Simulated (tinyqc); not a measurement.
## Implanted layer, carriers, mobility and sheet resistance: effect of the temperature

An n-type layer from the surface x = 0 to the junction xj, N(x) = N0 exp(-(x - Rp)^2/(2 sg^2)). Local neutrality (no depletion at surface or junction, no spilling of carriers), intrinsic carriers neglected, full ionisation of active dopants.

xj = Rp + sg sqrt(2 ln(N0/Nb)). Active dopant A = min(N, Ns); n = A - Nb; mobility mu = m1 + (m2 (T/300 K)^(-bt) - m1)/(1 + ((A + Nb)/Nr)^am). Dose = integral of N, carrier sheet density = integral of n, 1/Rs = q integral of n mu, mean mobility 1/(q Rs sheet density), Hall mobility (unit Hall factor) = integral of n mu^2 over integral of n mu, Hall sheet density = (integral of n mu)^2/integral of n mu^2; all from 0 to xj. Integrals on 4000 steps.

Parameters, values chosen for the exercise; values close to those of silicon in GaN over a p-type background:
```
symbol,value,unit,meaning
Nb,8.8e16,cm^-3,background doping of the opposite type
N0,5.4e19,cm^-3,peak chemical concentration
m1,54.9,cm^2/(V s),mobility limit at high doping
m2,996,cm^2/(V s),"mobility limit at low doping, at 300 K"
Nr,1.94e17,cm^-3,reference doping of the mobility law
am,0.672,,exponent of the mobility law
bt,2,,temperature exponent of m2
Ns,9.71e19,cm^-3,solubility limit of active dopant
sg,45,nm,straggle after annealing
Rp,42,nm,projected range
```

Constants: q = 1.602176634e-19 C. Results are converted to the units shown.

The same in every row: xj (nm) = 203.2; dose (cm^-2) = 5.022e14; carriers (cm^-2) = 5.004e14.

Results:
```
T (K)  Rs (ohm/square)  mean mobility (cm^2/(V s))  Rs xj (ohm nm)  Hall/true sheet density
150              71.38                       174.7         1.451e4                   0.8030
200              102.6                       121.6         2.085e4                   0.8644
250              128.6                       96.97         2.614e4                   0.9106
300              149.2                       83.60         3.032e4                   0.9421
400              177.4                       70.31         3.605e4                   0.9756
450              186.9                       66.73         3.799e4                   0.9839
500              194.4                       64.16         3.951e4                   0.9893
550              200.3                       62.26         4.071e4                   0.9928
```

Estimate the missing row, T = 350 K.

Computed row:
```
T (K)  Rs (ohm/square)  mean mobility (cm^2/(V s))  Rs xj (ohm nm)  Hall/true sheet density
350              165.1                       75.54         3.356e4                   0.9625
```

With this row back in the table: As T goes from 150 to 550, xj stays at 203 nm, Rs rises from 71.4 to 200 ohm/square, the mean mobility falls from 175 to 62.3 cm^2/(V s) and the share of the dose that conducts stays at 99.6 %.

Numbers from tinyqc (`OMP_NUM_THREADS=1 python tinyqc.py 2110096 2110097 out.jsonl`; about 0.01 s on one thread of a shared Intel Xeon 2.30GHz).
